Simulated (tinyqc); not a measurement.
Trap depth and cross-section from two peaks.

Question. A DLTS peak lies where ew = sn g T^2 exp(-Et/kB T), g = vth Nc/(300 K)^2. Find Et and sn.

Values chosen for this exercise: conduction-band density of states at 300 K Nc = 2.76e19 cm^-3; thermal velocity at 300 K vth = 2.2e7 cm/s.

Constants: q = 1.602176634e-19 C, kB = 1.380649e-23 J/K. Results are converted to the units shown.

peak temperatures for ew = 20 and 1000 1/s (K): 72.514770  85.259419

Answer. The slope of ln(ew/T^2) against q/kB T is -Et, and the intercept is ln(sn g).

Et = 0.1500 eV
sn = 1.500e-14 cm^2

Computed by the program tinyqc: `OMP_NUM_THREADS=1 python tinyqc.py 2050079 2050080 out.jsonl`, one thread of a shared Intel Xeon 2.30GHz, about 0.01 s for the whole run.
